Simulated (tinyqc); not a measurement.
Hartree-Fock atom on a uniform radial grid, spin-unpolarised, for He, step by step. Computed by tinyqc, a small Python program that keeps every step. Settings: Z = 2, points = 256, R = 12.4, functional = hf2, mixing = 1.0, iteration cap = 80. Command: `OMP_NUM_THREADS=1 python tinyqc.py 27741 27742 out.jsonl` (the two numbers bound the seeds that draw the settings). One thread of a shared host (Intel(R) Xeon(R) Processor @ 2.60GHz), about 0.1 s of CPU time with the checks. Later iterations appear only in the table of the cycle.

## Iteration 1

Spherical atom on a uniform radial grid r_j = j h with h = R/(N + 1), h sum u^2 = 1 and integrals as h times sums, u(0) = u(R) = 0 (atomic units):
```
parameter,value
Z,2
points N,256
R,12.400000
h,0.048249
mixing,1.000000
electrons in 1s,2
```

Three-point differences turn -u''/2 + [l(l+1)/2r^2 - Z/r + V] u = e u into a tridiagonal matrix (diagonal 1/h^2 + potential, off-diagonal -1/2h^2). D = sum f u^2; the Hartree potential y/r solves y'' = -D/r with y(0) = 0, y(R) = N_e; for two electrons in one orbital exchange is -V_H/2 (Hartree-Fock); E = sum f e - int D V + int D (V_H/2 + eps_xc); V(new) = V + mixing (V_H + v_xc - V).

eigenvalues (hartree): 1s -1.995366

Every 16th grid point:
```
r,V in,u(1s),D,V_H,v_xc
0.771984,0.000000,0.932559,1.739333,2.289626,-1.144813
1.543969,0.000000,0.399214,0.318743,1.284287,-0.642144
2.315953,0.000000,0.128173,0.032857,0.863109,-0.431555
3.087938,0.000000,0.036579,0.002676,0.647661,-0.323831
3.859922,0.000000,0.009787,0.000192,0.518144,-0.259072
4.631907,0.000000,0.002514,0.000013,0.431788,-0.215894
5.403891,0.000000,0.000628,7.88e-07,0.370104,-0.185052
6.175875,0.000000,0.000154,4.72e-08,0.323841,-0.161920
6.947860,0.000000,0.000037,2.73e-09,0.287858,-0.143929
7.719844,0.000000,0.000009,1.55e-10,0.259073,-0.129536
8.491829,0.000000,2.07e-06,0,0.235521,-0.117760
9.263813,0.000000,4.83e-07,0,0.215894,-0.107947
10.035798,0.000000,1.12e-07,0,0.199287,-0.099643
10.807782,0.000000,2.58e-08,0,0.185052,-0.092526
11.579767,0.000000,5.67e-09,0,0.172715,-0.086358
12.351751,0.000000,2.28e-10,0,0.161920,-0.080960
```

total energy = -2.74189798 hartree

## Iteration 2

As before.

eigenvalues (hartree): 1s -0.817560

Every 16th grid point:
```
r,V in,u(1s),D,V_H,v_xc
0.771984,1.144813,0.871441,1.518818,2.049144,-1.024572
1.543969,0.642144,0.544071,0.592027,1.249034,-0.624517
2.315953,0.431555,0.274827,0.151059,0.858591,-0.429295
3.087938,0.323831,0.127387,0.032455,0.647097,-0.323549
3.859922,0.259072,0.056290,0.006337,0.518074,-0.259037
4.631907,0.215894,0.024125,0.001164,0.431779,-0.215889
5.403891,0.185052,0.010123,0.000205,0.370103,-0.185051
6.175875,0.161920,0.004181,0.000035,0.323841,-0.161920
6.947860,0.143929,0.001707,0.000006,0.287858,-0.143929
7.719844,0.129536,0.000690,9.52e-07,0.259073,-0.129536
8.491829,0.117760,0.000277,1.53e-07,0.235521,-0.117760
9.263813,0.107947,0.000110,2.43e-08,0.215894,-0.107947
10.035798,0.099643,0.000044,3.81e-09,0.199287,-0.099643
10.807782,0.092526,0.000017,5.72e-10,0.185052,-0.092526
11.579767,0.086358,0.000006,6.87e-11,0.172715,-0.086358
12.351751,0.080960,2.94e-07,0,0.161920,-0.080960
```

total energy = -2.84463438 hartree

## Convergence

Stop when input and output potentials agree to 1e-7.

Course of the cycle (hartree):
```
iteration,E,e(1s),largest |V(out) - V(in)|
1,-2.74189798,-1.995366,1.99e+00
2,-2.84463438,-0.817560,4.05e-01
3,-2.85315454,-0.948194,1.21e-01
4,-2.85389853,-0.905662,3.56e-02
5,-2.85396328,-0.917818,1.05e-02
6,-2.85396892,-0.914196,3.10e-03
7,-2.85396941,-0.915262,9.17e-04
8,-2.85396946,-0.914947,2.71e-04
9,-2.85396946,-0.915040,7.99e-05
10,-2.85396946,-0.915013,2.36e-05
11,-2.85396946,-0.915021,6.96e-06
12,-2.85396946,-0.915018,2.06e-06
13,-2.85396946,-0.915019,6.07e-07
14,-2.85396946,-0.915019,1.79e-07
15,-2.85396946,-0.915019,5.29e-08
```

Converged in 15 iterations. A uniform grid resolves the cusp poorly: for a bare nucleus this grid gives 1s at -1.99537 against -Z^2/2 = -2 hartree. Before convergence this energy mixes input and output and is not variational, so it may rise towards its limit.
